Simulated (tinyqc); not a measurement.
Metal-induced gap states at the contact of a metal chain and a two-band chain, step by step. Values are carried at full precision from step to step, so a last printed digit may differ when a step is redone from the rounded ones.

The semiconductor alternates sites A at -Eg/2 and C at +Eg/2 with hopping -t; the gap runs from -Eg/2 to Eg/2. In the gap cosh(q a) = 1 + (Eg^2/4 - E^2)/(2 t^2) and the amplitude changes by -exp(-q a) a period. The metal has site energy 0 and hopping -tm; its end site has g_m = (E - i sqrt(4 tm^2 - E^2))/(2 tm^2). Sites 1, 2, ... count into the semiconductor, with energies e1, e2 alternating. The clean half chain has g1 = 1/(E - e1 - t^2 g2), g2 = 1/(E - e2 - t^2 g1), decaying root. With the contact G11 = 1/(1/g1 - tc^2 g_m), and the density on site j is -Im G_jj/pi = |psi_j/psi_1|^2 (-Im G11/pi), per spin, with psi_2/psi_1 = -t g2, psi_3/psi_2 = -t g1.

Constants: e^2/(4 pi eps0) = 14.39964547 eV angstrom.

Inputs chosen for the exercise (gap and optical dielectric constant near those of GaN; the chain itself is a model; shifted at random, so the results belong to these values and not to a real crystal): Eg = 3.25 eV (gap); t = 3.04 eV (hopping in the semiconductor); a = 3.19 angstrom (period (two sites); one chain for each area a^2); E = 0.23 eV (energy from mid-gap); tm = 1.99 eV (hopping in the metal); tc = 1.21 eV (hopping across the contact); end = A (site that touches the metal); eps = 5.6 (dielectric constant).

## Decay in the gap

Form cosh(q a), l = exp(-q a), q and the decay length 1/(2q) of the density.

cosh(q a) = 1.14000
l = 0.59264
q = 0.16400 1/angstrom
xi, the decay length of the density = 3.049 angstrom

## Green functions

The decaying root is g1 = (1 - l)/(E - e1), g2 = (1 - l)/(E - e2), l = exp(-q a). Form them, g_m and G11.

g1, g2 (1/eV): 0.21960  -0.29202

g_m = 0.02904-0.50167i 1/eV
G11 = 0.21595-0.03516i 1/eV

## Density site by site

D1 = -Im G11/pi, D2 = (t g2)^2 D1, and each further period multiplies by l^2. The sum over all sites is (D1 + D2)/(1 - l^2). The Green functions stand in the order g1, g2.

density on sites 1 to 8 (1/eV): 0.01119  0.00882  0.00393  0.00310  0.00138  0.00109  0.00048  0.00038

Ds, the density per spin summed over the semiconductor = 0.03084 1/eV

The first period holds 65 % of the gap states at this energy.

## Pinning factor

Gap states per area N = 2 Ds/a^2 (two spins). Charge in them sits a distance xi from the metal, so S = 1/(1 + 4 pi e^2 N xi/eps), e^2 meaning e^2/(4 pi eps0); S is the change of the barrier per change of the metal work function.

N = 6.062e+13 1/(eV cm^2)
4 pi e^2 N xi/eps = 0.5972
S = 0.6261

Weak pinning, nearer the Schottky limit S = 1.

## Checks

- g1 from the closed form against decimation: both 0.219602.

Computed by tinyqc, a small Python program: `OMP_NUM_THREADS=1 python tinyqc.py 1451594 1451595 out.jsonl` (the numbers bound the seed that draws the inputs); one thread of a shared host (Intel(R) Xeon(R) Processor @ 2.30GHz), about 0.01 s for the whole set of steps.
